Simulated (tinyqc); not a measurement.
Pair lines: donor-acceptor pair recombination.

h nu = Eg - ED - EA + q/(eps R), q = e^2/(4 pi eps0); shell j lies at R = a_lat sqrt(j/2) for the same sublattice and a_lat sqrt(j/2 - 5/16) for opposite ones (on the same sublattice shells 14, 30, 46, 56, 62, ... are empty, where 2j has the form 4^a (8b + 7)); rate W = W0 exp(-2R/aD) with the donor radius aD = q/(2 eps ED). Polarisation and overlap terms, which matter for close pairs, are left out.

Constants: e^2/(4 pi eps0) = 14.39964547 eV angstrom.

Inputs chosen for the exercise (near those of impurities in cubic GaN; the results hold for these values, not for the real material): a_lat = 4.5 angstrom (lattice constant); Eg = 3.272 eV (gap); ED = 27.4 meV (donor binding); EA = 142.6 meV (acceptor binding); eps = 9.5 (dielectric constant); W0 = 0.51 x 1e7/s (rate at zero distance); kind = opposite (sublattices of donor and acceptor); shells = (264, 713, 1196, 1494, 1609, 1935, 2324) (shell numbers).

Energy, rate and lifetime for each shell.

Lines:
```
shell  R (angstrom)  Coulomb (meV)  h nu (eV)  step to the next shell (meV)  1/W (microsecond)
264           51.64           29.4     3.1314                         0.056               8.20
713           84.93           17.8     3.1198                         0.013               91.1
1494         122.97           12.3     3.1143                        0.0041           1.43e+03
1609         127.61           11.9     3.1139                        0.0037           1.99e+03
1935         139.95           10.8     3.1128                        0.0028           4.87e+03
2324         153.38            9.9     3.1119                        0.0021           1.28e+04
```

Give the missing row, shell = 1196.

Computed row:
```
shell  R (angstrom)  Coulomb (meV)  h nu (eV)  step to the next shell (meV)  1/W (microsecond)
1196         110.01           13.8     3.1158                        0.0058                559
```

limit for distant pairs = 3.1020 eV
aD = 27.7 angstrom

The lines crowd together, on average as R^-3: the step falls from 0.056 to 0.0021 meV, so distant pairs merge into a band. Close pairs emit higher and 1.57e+03 times faster over this table, so the band shifts to lower energy with delay and to higher energy with stronger pumping. All these lines lie below Eg, and R/aD runs from 1.9 up.

Run: tinyqc, `OMP_NUM_THREADS=1 python tinyqc.py 1250871 1250872 out.jsonl`; Intel(R) Xeon(R) Processor @ 2.30GHz, one thread, shared host; about 0.04 s of CPU time with all checks.
